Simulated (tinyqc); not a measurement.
Slater-Koster d bands of a bcc metal: one step. The Hamiltonian at one k. Four cases, with inputs chosen for the exercise.

Question. Sum over the neighbours.

Slater-Koster d bands. For a bond with direction cosines (l, m, n) the 5 x 5 block is dds Ps + ddp Pp + ddd (1 - Ps - Pp), the projectors on sigma, pi and delta states about the bond; for instance <xy|xy> = 3 l^2 m^2 dds + (l^2 + m^2 - 4 l^2 m^2) ddp + (n^2 + l^2 m^2) ddd, <xy|yz> = 3 l m^2 n dds + l n (1 - 4 m^2) ddp + l n (m^2 - 1) ddd and <3z2-r2|3z2-r2> = (n^2 - (l^2 + m^2)/2)^2 dds + 3 n^2 (l^2 + m^2) ddp + (3/4)(l^2 + m^2)^2 ddd. H(k) sums the blocks times cos(k.R) over the neighbours; the d level is the zero of energy; k in 2 pi/a.

Neighbours: eight at (a/2)(1,1,1) and equivalents, and six at a(1,0,0) and equivalents with the integrals times f2.

Case 1.

Values chosen (of the size met in Nb; shifted at random, so the results belong to these values and not to a real crystal):
- dds = -1.229 eV (dd sigma)
- ddp = 0.651 eV (dd pi)
- ddd = -0.172 eV (dd delta)
- f2 = 0.487 (factor on all three integrals for second neighbours)
- k = (0.61, 0.42, 0.13) 2 pi/a (wave vector)

Case 2.

Values chosen (of the size met in W; shifted at random, so the results belong to these values and not to a real crystal):
- dds = -1.459 eV (dd sigma)
- ddp = 0.773 eV (dd pi)
- ddd = -0.263 eV (dd delta)
- f2 = 0.42 (factor on all three integrals for second neighbours)
- k = (0.42, 0.12, 0.26) 2 pi/a (wave vector)

Case 3.

Values chosen (of the size met in Mo; shifted at random, so the results belong to these values and not to a real crystal):
- dds = -1.396 eV (dd sigma)
- ddp = 0.67 eV (dd pi)
- ddd = -0.14 eV (dd delta)
- f2 = 0.487 (factor on all three integrals for second neighbours)
- k = (0.15, 0.17, 0) 2 pi/a (wave vector)

Case 4.

Values chosen (of the size met in Fe; shifted at random, so the results belong to these values and not to a real crystal):
- dds = -0.762 eV (dd sigma)
- ddp = 0.488 eV (dd pi)
- ddd = -0.137 eV (dd delta)
- f2 = 0.487 (factor on all three integrals for second neighbours)
- k = (0.82, 0.42, 0.19) 2 pi/a (wave vector)

Give: H(k).

Answer.

Case 1.

H(k) (eV), lower triangle:
```
             xy       yz       zx   x2-y2   3z2-r2
xy      -0.9477
yz       0.3299   0.2187
zx      -0.4626   2.9693   0.3035
x2-y2         0  -0.2860  -0.2039  1.1998
3z2-r2   2.1195   0.1651  -0.1177  0.0472  -0.3527
```

Case 2.

H(k) (eV), lower triangle:
```
             xy       yz       zx    x2-y2  3z2-r2
xy      -0.6281
yz       2.6983   0.0798
zx       0.2743   1.0032  -1.3171
x2-y2         0   0.1844  -1.8136   0.6990
3z2-r2   0.7786  -0.1064  -1.0471  -0.6983  0.6881
```

Case 3.

H(k) (eV), lower triangle:
```
             xy       yz       zx   x2-y2  3z2-r2
xy      -1.7617
yz            0  -1.4365
zx            0   0.9404  -1.3528
x2-y2         0        0        0  1.1907
3z2-r2   0.5764        0        0  0.0562  0.6215
```

Case 4.

H(k) (eV), lower triangle:
```
             xy       yz       zx    x2-y2   3z2-r2
xy       0.0236
yz       0.1664  -0.0115
zx      -1.0215   0.9539   0.7811
x2-y2         0  -0.7661  -0.1248  -0.1719
3z2-r2   0.8261   0.4423  -0.0721   0.3432  -0.5331
```

Computed by tinyqc, one run a case: `OMP_NUM_THREADS=1 python tinyqc.py N N+1 out.jsonl` with N = 1480227, 1480367, 1481968, 1482204; one thread of a shared Intel(R) Xeon(R) Processor @ 2.30GHz, about 0.06 s a run at most.
